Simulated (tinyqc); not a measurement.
Self-heating of a transistor with one or more fingers, with temperature-dependent conductivity: one step, computed by the program tinyqc. Command: `OMP_NUM_THREADS=1 python tinyqc.py 3026598 3026599 out.jsonl selfheat walk`. One thread of a shared host (Intel(R) Xeon(R) Processor @ 2.30GHz), about 0.08 s of CPU time with the checks.

N long parallel fingers lie on the top face of a slab whose bottom is held at T_0; the top is otherwise insulated, and heat flows in two dimensions. P in W/mm is 1000 P in W/m.

Task: Extra rise from ballistic phonons. Near a source smaller than the free path, Fourier's law overstates the flow. Rough estimate: a strip that emits phonons into a half space adds a resistance times area of 4 Lambda/(3 kappa_0), from the ballistic flux C v Delta T/4 with kappa_0 = C v Lambda/3, so Delta T_b = 4 Lambda P/(3 kappa_0 w); Knudsen number Lambda/w.

Inputs (values chosen for the exercise, modelled on gallium nitride):

| quantity | value | unit |
|---|---|---|
| conductivity at the base temperature kappa_0 | 151 | W/(m K) |
| power per gate width P | 2.1 | W/mm |
| width of the heat source w | 0.33 | micrometre |
| phonon free path Lambda | 120 | nm |

Power: fixed power.

largest theta = 52.90101 K

Give: Knudsen number; ballistic rise Delta T_b; Delta T_b / largest theta.

Result:

Knudsen number = 0.3636

ballistic rise Delta T_b = 6.743 K

Delta T_b / largest theta = 0.1275

By this estimate the ballistic term is at most a fifth of the Fourier rise.
